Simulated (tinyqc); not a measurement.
Global model of a low-pressure process discharge: electron temperature, density, ion flux and ion energy: one step, computed by the program tinyqc.

Maxwellian electrons with temperature T_e in eV, one positive ion, no negative ions, uniform bulk density n; rate constants have the Arrhenius form.

Problem. Geometry factors. n_g = p/(k_B T_g); lambda_i = 1/(n_g sigma); h_L = 0.86/sqrt(3 + L/(2 lambda_i)), h_R = 0.8/sqrt(4 + R/lambda_i); A_eff = 2 pi R^2 h_L + 2 pi R L h_R; d_eff = pi R^2 L/A_eff.

Inputs (values chosen for the exercise, of the order of those of an inductive discharge in a simple atomic gas):
```
quantity,value,unit
ion-neutral cross section,1.2e-18,m^2
pressure p,3.1,Pa
gas temperature T_g,600,K
radius R,13,cm
height L,7,cm
```

Constants: k_B = 1.380649e-23 J/K.

Give: gas density n_g; ion mean free path; h_L; h_R; A_eff; d_eff.

Solution.

gas density n_g = 3.742e+20 1/m^3

ion mean free path = 0.2227 cm

h_L = 0.1988

h_R = 0.1013

A_eff = 269.0 cm^2

d_eff = 13.82 cm
